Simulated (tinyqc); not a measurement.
## Frequency dispersion of an accumulation capacitance by border traps, distributed model: capacitance and loss against frequency

Traps spread evenly through the insulator exchange electrons with the semiconductor by tunnelling, with tau(x) = t0 exp(2 ka x) at depth x from the interface. The admittance per area Y seen at depth x obeys dY/dx = -Y^2/(i w eps0 eox) + q Nb ln(1 + i w tau)/tau, with Y(0) = i w Cs and w = 2 pi f; the gate sees Y(tox) = G + i w C. Working variable y = Y/(i w), in uF/cm^2. Cox = eps0 eox/tox.

Cox; trap-free value 1/(1/Cox + 1/Cs); response depth d = ln(1/(w t0))/(2 ka), where w tau = 1; lumped estimate: all traps within d act as C_bt = q Nb d placed at d/2, so C = 1/{1/[1/(1/Cs + d/(2 eps0 eox)) + C_bt] + (tox - d/2)/(eps0 eox)}. C and G from a fine integration; dispersion -d C/d log10 f over C, from f times and over 1.1. For a broad spread of time constants G/w is close to -(pi/2) dC/d ln w.

Inputs (values chosen for the exercise); permittivity close to that of hafnium oxide: relative permittivity of the insulator eox = 18.3; insulator thickness tox = 8.4 nm; semiconductor capacitance in accumulation Cs = 4.7 uF/cm^2; density of border traps Nb = 4.8e18 cm^-3 eV^-1; decay constant of the wave function in the insulator ka = 4.7 1/nm; time constant of a trap at the interface t0 = 9e-11 s.

Constants: q = 1.602176634e-19 C, eps0 = 8.8541878128e-14 F/cm where lengths are in cm. Results are converted to the units shown.

The same in every row: trap-free C (uF/cm^2) = 1.368.

Result of one run:
```
d (nm)  C (uF/cm^2)  G/w (uF/cm^2)  dispersion (% a decade)  -(pi/2) dC/d ln w (uF/cm^2)  lumped C (uF/cm^2)
1.775         1.387       0.002513                   0.2654                     0.002512               1.386
```

Which frequency f gave this result: 10, 100, 1000 or 1e6 Hz?

f = 100 Hz.

The whole series:
```
f (Hz)  d (nm)  C (uF/cm^2)  G/w (uF/cm^2)  dispersion (% a decade)  -(pi/2) dC/d ln w (uF/cm^2)  lumped C (uF/cm^2)
10       2.020        1.391       0.002739                   0.2885                     0.002738               1.389
100      1.775        1.387       0.002513                   0.2654                     0.002512               1.386
1000     1.530        1.384       0.002296                   0.2431                     0.002295               1.382
10000    1.285        1.381       0.002089                   0.2217                     0.002088               1.379
1e5      1.040        1.378       0.001891                   0.2011                     0.001890               1.377
1e6     0.7955        1.375       0.001703                   0.1814                     0.001702               1.374
1e7     0.5506        1.373       0.001523                   0.1626                     0.001523               1.372
```

C falls from 1.391 to 1.373 uF/cm^2, towards the trap-free 1.368; each decade of frequency removes ln 10/(2 ka) = 0.245 nm from the response depth. The dispersion falls from 0.288 to 0.163 % a decade and G/w falls from 0.00274 to 0.00152 uF/cm^2. G/w stays at 1.00 times -(pi/2) dC/d ln w, the relation for a broad spread of time constants.

Computed by the program tinyqc: `OMP_NUM_THREADS=1 python tinyqc.py 2202128 2202129 out.jsonl`, one thread of a shared Intel Xeon 2.30GHz, about 0.5 s for the whole run.
